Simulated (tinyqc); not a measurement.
p-i-n junction, non-linear Poisson equation by Newton steps: two steps of the calculation.

One dimension, p side on the left, n side on the right; net doping C = -Na for x < 0, 0 for 0 < x < Li and +Nd beyond. The potential psi is counted from the intrinsic level, and the quasi-Fermi potentials are flat: 0 for holes and -V for electrons, so n = ni exp((psi + V)/Vt) and p = ni exp(-psi/Vt) (Boltzmann statistics, full ionisation, no current).

Parameters, values chosen for the exercise:

| symbol | value | unit | meaning |
|---|---|---|---|
| T | 273 | K | temperature |
| V | 0 | V | bias of the p side against the n side |

Constants: q = 1.602176634e-19 C, kB = 1.380649e-23 J/K, Vt = kB T/q. Results are converted to the units shown.

Question 1. Densities, residual and Jacobian diagonal. n_i = ni exp((psi_i + V)/Vt), p_i = ni exp(-psi_i/Vt), rho_i = p_i - n_i + C_i, g_i = (n_i + p_i)/Vt. Box widths w_i = (h_(i-1) + h_i)/2 in cm. Residual F_i = a_i (psi_(i+1) - psi_i) - a_(i-1) (psi_i - psi_(i-1)) + q rho_i w_i; Jacobian: a_(i-1) and a_i beside the diagonal, b_i = -a_(i-1) - a_i - q g_i w_i on it. The two end nodes are fixed.

```
node  x (nm)  psi at the start (V)  net doping C (cm^-3)
0      -96.8            -1.0705091               -5.4e17
1      -67.9            -0.9305725               -5.4e17
2      -43.9            -0.8143622               -5.4e17
3      -23.8            -0.7170361               -5.4e17
4         -7            -0.6356889               -5.4e17
5          7            -0.5678995                     0
6       23.2            -0.4894576                     0
7       41.8            -0.3993946                     0
8       63.4            -0.2948053                     0
9       88.2            -0.1747213                     0
10       117            -0.0352690                     0
11       150             0.1245202                     0
12       188             0.3085198                2.7e17
13       232             0.5215720                2.7e17
14       283             0.7685189                2.7e17
15       342             1.0542026                2.7e17
```

coupling a_i, interval 0 to 14 (F/cm^2): 3.4313807e-7  4.1319543e-7  4.9336768e-7  5.9027919e-7  7.0833503e-7  6.1214138e-7  5.3315540e-7  4.5910603e-7  3.9986655e-7  3.4432953e-7  3.0050577e-7  2.6096554e-7  2.2537933e-7  1.9444491e-7  1.6807950e-7
ni = 0.0093329581 cm^-3

Give: n; p; residual F; diagonal b.

Answer 1.

```
node   n (cm^-3)   p (cm^-3)
0     1.6130e-22   5.4000e17
1     6.1798e-20   1.4095e15
2     8.6358e-18   1.0086e13
3     5.4077e-16   1.6107e11
4     1.7169e-14    5.0734e9
5     3.0632e-13    2.8435e8
6     8.5956e-12    1.0134e7
7     3.9528e-10    2.2036e5
8      3.3705e-8      2584.3
9      5.5531e-6      15.686
10     0.0020841    0.041794
11        1.8567   4.6912e-5
12        4629.3   1.8816e-8
13      3.9684e7  2.1949e-12
14     1.4369e12  6.0618e-17
15     2.7000e17  3.2261e-22
```

```
node  residual F (1e-7 C/cm^2)  diagonal b (F/cm^2)
1                      -2.2824           -7.8172e-7
2                      -1.9077           -9.0671e-7
3                      -1.5962           -1.0836e-6
4                      -1.3324           -1.2986e-6
5                       0.0000           -1.3205e-6
6                       0.0000           -1.1453e-6
7                       0.0000           -9.9226e-7
8                       0.0000           -8.5897e-7
9                       0.0000           -7.4420e-7
10                      0.0000           -6.4484e-7
11                      0.0000           -5.6147e-7
12                      1.7736           -4.8634e-7
13                      2.0548           -4.1982e-7
14                      2.3792           -3.6258e-7
```

Question 2. Newton step. Solve the tridiagonal system a_(i-1) d_(i-1) + b_i d_i + a_i d_(i+1) = -F_i for nodes 1 to 14, with d = 0 on fixed nodes. Each component d is damped to sign(d) Vt ln(1 + |d|/Vt) before it is added.

coupling a_i, interval 0 to 14 (F/cm^2): 3.4313807e-7  4.1319543e-7  4.9336768e-7  5.9027919e-7  7.0833503e-7  6.1214138e-7  5.3315540e-7  4.5910603e-7  3.9986655e-7  3.4432953e-7  3.0050577e-7  2.6096554e-7  2.2537933e-7  1.9444491e-7  1.6807950e-7

```
node  diagonal b (F/cm^2)  residual F (C/cm^2)
1           -2.1762944e-6        -1.6660280e-7
2           -9.1889771e-7        -1.8751347e-7
3           -1.0838217e-6        -1.5769974e-7
4           -1.2986184e-6        -1.3119145e-7
5           -1.3204766e-6        8.9690461e-10
6           -1.1452968e-6         1.9494312e-9
7           -9.9226143e-7         8.0761782e-9
8           -8.5897258e-7         3.3065136e-8
9           -7.4419607e-7        -3.9758415e-8
10          -6.4483529e-7        -3.7907189e-9
11          -5.6147130e-7        -1.3498759e-9
12          -4.8634486e-7         1.7545476e-7
13          -4.1982440e-7         2.0371950e-7
14          -3.6782229e-7         2.2094760e-7
```

psi after iteration 1, node 0 to 15 (V): -1.0705091  -1.0252390  -0.9178687  -0.8219312  -0.7384902  -0.6660684  -0.5808008  -0.4792446  -0.3437172  -0.1054213  0.0558432  0.2280111  0.4210923  0.6362023  0.8764848  1.0542026

Find: Newton step d, before damping; psi after iteration 2.

Answer 2.

Newton step d, before damping, node 1 to 14 (V): -0.2413  -0.8680  -1.0344  -0.9066  -0.6150  -0.2789  0.1033  0.5295  0.9361  1.5239  2.2099  3.0051  3.1473  2.2645
psi after iteration 2, node 0 to 15 (V): -1.0705  -1.0822  -1.0034  -0.9115  -0.8250  -0.7437  -0.6409  -0.4396  -0.2694  -0.0182  0.1543  0.3351  0.5354  0.7516  0.9842  1.0542

Numbers from tinyqc (`OMP_NUM_THREADS=1 python tinyqc.py 2000042 2000043 out.jsonl`; about 0.07 s on one thread of a shared Intel Xeon 2.30GHz).
